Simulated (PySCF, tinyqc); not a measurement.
Worked calculation: CIS and TDHF on RHF in the sto-3g basis, for H3-, spin multiplicity 1. The basis has no diffuse functions, so it cannot describe the extra electron: this is an exercise in the method, not the real anion. The lowest restricted solution is unstable here: a spin-polarised one lies 0.1342 hartree lower (PySCF). Computed by tinyqc, a small Python program that keeps every step (integrals from PySCF). Settings: charge = -1, multiplicity = 1, basis = sto-3g, method = RHF, energy threshold = 1e-10, iteration cap = 62, orthogonalisation = symmetric, start = Wolfsberg-Helmholz matrix, DIIS depth = 6, TDHF = 1. Command: `OMP_NUM_THREADS=1 python tinyqc.py 29979 29980 out.jsonl` (the two numbers bound the seeds that draw the settings). One thread of a shared host (Intel(R) Xeon(R) Processor @ 2.60GHz), about 0.05 s of CPU time with the checks. The early iterations of the SCF are left out here.

## One-electron integrals

Geometry (angstrom):
```
atom       x       y       z
H     0.0000  0.0000  0.0000
H     0.0000  0.0000  1.1930
H     0.0000  1.1360  0.5960
```

Basis sto-3g: exponents (1/bohr^2) and contraction coefficients of normalised primitives:
```
element  l (shell)  exponent  coefficient
H            s (1)    3.4253       0.1543
H            s (1)    0.6239       0.5353
H            s (1)    0.1689       0.4446
```

Overlap, kinetic and nuclear-attraction integrals over the contracted functions; the nuclear repulsion is the sum of Za Zb / Rab.

nuclear repulsion = 1.268420 hartree

overlap S, order 1H 1s, 2H 1s, 3H 1s:
```
[[1.0000, 0.3906, 0.3470],
 [0.3906, 1.0000, 0.3467],
 [0.3470, 0.3467, 1.0000]]
```

kinetic energy T (hartree), order 1H 1s, 2H 1s, 3H 1s:
```
[[0.7600, 0.0544, 0.0366],
 [0.0544, 0.7600, 0.0365],
 [0.0366, 0.0365, 0.7600]]
```

nuclear attraction V (hartree), order 1H 1s, 2H 1s, 3H 1s:
```
[[-2.0722, -0.7449, -0.6508],
 [-0.7449, -2.0721, -0.6503],
 [-0.6508, -0.6503, -2.0432]]
```

core Hamiltonian H = T + V (hartree), order 1H 1s, 2H 1s, 3H 1s:
```
[[-1.3122, -0.6905, -0.6142],
 [-0.6905, -1.3120, -0.6138],
 [-0.6142, -0.6138, -1.2832]]
```

## Two-electron integrals

Functions are numbered as in S; the eight-fold symmetry (ij|kl) = (ji|kl) = (kl|ij) leaves the list below.

Two-electron integrals (ij|kl) in chemists' order, unique and non-zero (hartree):
```
(11|11) 0.7746   (21|11) 0.2293   (21|21) 0.0931   (22|11) 0.4198
(22|21) 0.2293   (22|22) 0.7746   (31|11) 0.1983   (31|21) 0.0708
(31|22) 0.1515   (31|31) 0.0719   (32|11) 0.1515   (32|21) 0.0707
(32|22) 0.1981   (32|31) 0.0633   (32|32) 0.0718   (33|11) 0.3959
(33|21) 0.1638   (33|22) 0.3958   (33|31) 0.1983   (33|32) 0.1981
(33|33) 0.7746
```

## Orthogonalisation

S = U s U^T; symmetric (Loewdin) form X = U s^(-1/2) U^T, so that X^T S X = 1.

eigenvalues of S: [0.6094, 0.6673, 1.7232]

X, order 1H 1s, 2H 1s, 3H 1s:
```
[[1.0942, -0.1868, -0.1520],
 [-0.1868, 1.0942, -0.1518],
 [-0.1520, -0.1518, 1.0785]]
```

## Starting guess

The start is the generalised Wolfsberg-Helmholz matrix (K = 1.75) built on H; D = 2 C_occ C_occ^T.

D at the start, order 1H 1s, 2H 1s, 3H 1s:
```
[[0.8661, 0.8696, -0.5992],
 [0.8696, 0.8731, -0.6073],
 [-0.5992, -0.6073, 2.4185]]
```

## Iteration 5 (converged): orbitals

converged F (hartree), order 1H 1s, 2H 1s, 3H 1s:
```
[[0.1597, -0.2693, -0.1140],
 [-0.2693, 0.1594, -0.1146],
 [-0.1140, -0.1146, 0.2702]]
```

Diagonalise F' = X^T F X, C = X C', fill 2 alpha and 2 beta electrons from the bottom; D = 2 C_occ C_occ^T. Each column has its largest component positive (the first on a tie).

F' = X^T F X (hartree):
```
[[0.3445, -0.3593, -0.1459],
 [-0.3593, 0.3442, -0.1465],
 [-0.1459, -0.1465, 0.3840]]
```

orbital energies (hartree): [-0.1028, 0.4719, 0.7036]

coefficients C, order 1H 1s, 2H 1s, 3H 1s:
```
[[0.5309, -0.3921, -0.9054],
 [0.5315, -0.3892, 0.9062],
 [0.2239, 1.0766, -0.0016]]
```

D after iteration 5, order 1H 1s, 2H 1s, 3H 1s:
```
[[0.8712, 0.8696, -0.6065],
 [0.8696, 0.8680, -0.6000],
 [-0.6065, -0.6000, 2.4185]]
```

## Convergence

Stop when the energy changes by less than 1e-10 hartree and every element of the error matrix X^T (F D S - S D F) X is below 3e-06.

Course of the cycle:
```
iteration  E (hartree)     change  largest element of the error matrix
1            -0.914885          -                             7.83e-04
2            -0.914887  -1.89e-06                             5.51e-04
3            -0.914890  -2.75e-06                             7.49e-04
4            -0.914883   6.30e-06                             1.93e-07
5            -0.914883   4.35e-13                             3.09e-11
```

PySCF RHF in the same basis = -0.914883 hartree

Converged in 5 iterations.

## Populations, bond orders and dipole

Mulliken: Z minus the diagonal of D S on the atom; Loewdin: the same with S^(1/2) D S^(1/2); Mayer order: 2 sum_s sum (D(s) S)_ij (D(s) S)_ji over the two atoms.

Charges (e):
```
atom   Mulliken  Loewdin
1H    -4.34e-04  -0.0006
2H     4.29e-04   0.0006
3H      -1.0000  -1.0000
```

Mayer bond orders:
```
pair     order
2-1     1.0000
3-1   4.78e-06
3-2   4.78e-06
```

dipole moment about the origin, x y z (debye): [0.0000, -5.4564, -2.8602]

## Integrals over molecular orbitals

(pq|rs) = sum C_ip C_jq C_kr C_ls (ij|kl), one index at a time.

one-electron integrals over orbitals h = C^T H C (hartree):
```
[[-1.4867, -0.0731, 0.0003],
 [-0.0731, -1.0657, 0.0002],
 [0.0003, 0.0002, -1.0200]]
```

Two-electron integrals over orbitals (pq|rs), unique and non-zero (hartree):
```
(11|11) 0.5562      (21|11) -0.0460     (21|21) 0.0894      (22|11) 0.4586
(22|21) 0.1190      (22|22) 0.7098      (31|11) 1.81e-04    (31|21) 8.86e-05
(31|22) -4.84e-04   (31|31) 0.1832      (32|11) 1.30e-04    (32|21) -4.47e-04
(32|22) -3.59e-04   (32|31) -0.0803     (32|32) 0.0405      (33|11) 0.5672
(33|21) -0.0861     (33|22) 0.4065      (33|31) 2.62e-04    (33|32) 2.92e-04
(33|33) 0.6237
```

## CIS matrix, singlets

A(ia,jb) = (e_a - e_i) d_ij d_ab + 2 (ia|jb) - (ij|ab).

CIS matrix A, singlet (hartree), order 1>3, 2>3:
```
[[0.6056, -0.0746],
 [-0.0746, -0.0936]]
```

## CIS singlet states

dipole integrals <i|r|a> (bohr), order 1>3, 2>3:
```
[[0.0000, -0.0014, 1.1641],
 [0.0000, -0.0031, -0.4165]]
```

Diagonalise A (1 hartree = 27.211386 eV); each vector has its largest component positive (the first on a tie). The transition dipole is mu = sqrt2 sum c_ia <i|r|a>.

singlet excitation energies (eV): [-2.7623, 16.6937]

lowest vectors, order 1>3, 2>3:
```
[[0.1049, 0.9945],
 [0.9945, -0.1049]]
```

oscillator strengths 2/3 w |mu|^2: [-0.0115, 1.1805]

A negative triplet energy shows that the restricted solution is unstable towards a spin-polarised one.

## TDHF (RPA) singlet states

B(ia,jb) = 2 (ia|jb) - (ib|ja); the squared energies are the eigenvalues of (A - B)(A + B); 1 hartree = 27.211386 eV.

TDHF matrix B, singlet (hartree), order 1>3, 2>3:
```
[[0.1832, -0.0803],
 [-0.0803, 0.0405]]
```

squared energies w^2 (hartree^2): [0.0114, 0.3271]

TDHF energies from the positive w^2 (eV): [2.9085, 15.5634]

A + B or A - B has a negative eigenvalue: the restricted solution is unstable towards a lower one, a negative w^2 means an imaginary energy, and the lowest roots have no physical meaning.

## CIS matrix, triplets

A(ia,jb) = (e_a - e_i) d_ij d_ab - (ij|ab).

CIS matrix A, triplet (hartree), order 1>3, 2>3:
```
[[0.2392, 0.0861],
 [0.0861, -0.1747]]
```

## CIS triplet states

Diagonalise A (1 hartree = 27.211386 eV); each vector has its largest component positive (the first on a tie).

triplet excitation energies (eV): [-5.2215, 6.9768]

lowest vectors, order 1>3, 2>3:
```
[[-0.1958, 0.9806],
 [0.9806, 0.1958]]
```

A negative triplet energy shows that the restricted solution is unstable towards a spin-polarised one.

## TDHF (RPA) triplet states

B(ia,jb) = - (ib|ja); the squared energies are the eigenvalues of (A - B)(A + B); 1 hartree = 27.211386 eV.

TDHF matrix B, triplet (hartree), order 1>3, 2>3:
```
[[-0.1832, 0.0803],
 [0.0803, -0.0405]]
```

squared energies w^2 (hartree^2): [0.0272, 0.0272]

TDHF energies from the positive w^2 (eV): [4.4895, 4.4895]

A + B or A - B has a negative eigenvalue: the restricted solution is unstable towards a spin-polarised one, a negative w^2 means an imaginary energy, and the lowest roots have no physical meaning.
